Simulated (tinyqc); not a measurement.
## Tunnelling through a two-layer gate stack, WKB transmission and Tsu-Esaki current: current against voltage

Electrons leave the emitter at x = 0. Energies E (motion across the layers) are in eV from the emitter Fermi level; the collector Fermi level lies at -V and offers states at every E. No charge in the dielectric and no image force: F1 = V/(t1 + t2 eps1/eps2), F2 = F1 eps1/eps2; U = phi1 - F1 x in layer 1 and phi2 - F1 t1 - F2 (x - t1) in layer 2. With C = hbar^2/(2 m0), kappa = sqrt(m (U - E)/C) where U > E and 0 elsewhere; T(E) = exp(-S), S = 2 times the integral of kappa over x.

Each layer adds (2/F) sqrt(m/C) [G(u at its left edge) - G(u at its right edge)] to S, with u = U - E (0 where negative) and G(u) = (2/3) u^1.5. J = J0 times the integral of T(E) N(E) dE, N = ln[(1 + exp(-E/Vt))/(1 + exp((-E - V)/Vt))], J0 = q^2 me m0 kB T/(2 pi^2 hbar^3) (times 1e-4 for A/cm^2 per eV), from E = -Ef to far above the barrier (T = 1 there), by quadrature converged to the digits shown.

Parameters, values chosen for the exercise; layer 1 close to silicon nitride, layer 2 close to hafnium oxide:
```
symbol  value  unit                                                        meaning
T         300     K                                                    temperature
Ef       0.31    eV              Fermi energy of the emitter above its band bottom
me          1    m0                            emitter mass in the supply function
phi1     2.07    eV  barrier of layer 1 above the emitter Fermi level at zero bias
m1       0.49    m0                                     tunnelling mass of layer 1
t1        0.8    nm                                           thickness of layer 1
eps1     7.64                                     relative permittivity of layer 1
phi2     1.47    eV                                barrier of layer 2 at zero bias
m2        0.2    m0                                     tunnelling mass of layer 2
t2        3.4    nm                                           thickness of layer 2
eps2     22.6                                     relative permittivity of layer 2
```

Constants: q = 1.602176634e-19 C, kB = 1.380649e-23 J/K, hbar = 1.054571817e-34 J s, m0 = 9.1093837015e-31 kg, Vt = kB T/q, hbar^2/(2 m0) = 0.0380998212 eV nm^2. Results are converted to the units shown.

Results:
```
V (V)	S at E = 0	T(E = 0)	J (A/cm^2)	mean E of the current (eV)
0.2	26.13	4.477e-12	7.660e-4	-0.1310
0.49	24.56	2.154e-11	0.003681	-0.1348
0.77	22.89	1.141e-10	0.01773	-0.1289
1.35	18.57	8.592e-9	0.9484	-0.1019
1.64	15.18	2.542e-7	19.52	-0.07001
1.92	12.58	3.443e-6	328.5	-0.08991
2.21	10.64	2.397e-5	2900	-0.1091
2.5	9.212	9.987e-5	1.508e4	-0.1246
```

Estimate the missing row, V = 1.06 V.

Computed row:
```
V (V)	S at E = 0	T(E = 0)	J (A/cm^2)	mean E of the current (eV)
1.06	20.94	8.044e-10	0.1095	-0.1198
```

With this row back in the table: J rises from 7.66e-4 to 15100 A/cm^2, by 2.35 decades a volt between the first two rows and 2.47 between the last two. From V = 1.64 V on (among the rows) a band edge falls below the emitter Fermi level, so electrons at E = 0 no longer cross the full thickness. In 2 of the 9 rows the field exceeds 10 MV/cm (up to 12.8), more than most dielectrics sustain; the model ignores breakdown.

Computed by the program tinyqc: `OMP_NUM_THREADS=1 python tinyqc.py 2540033 2540034 out.jsonl`, one thread of a shared Intel Xeon 2.30GHz, about 0.02 s for the whole run.
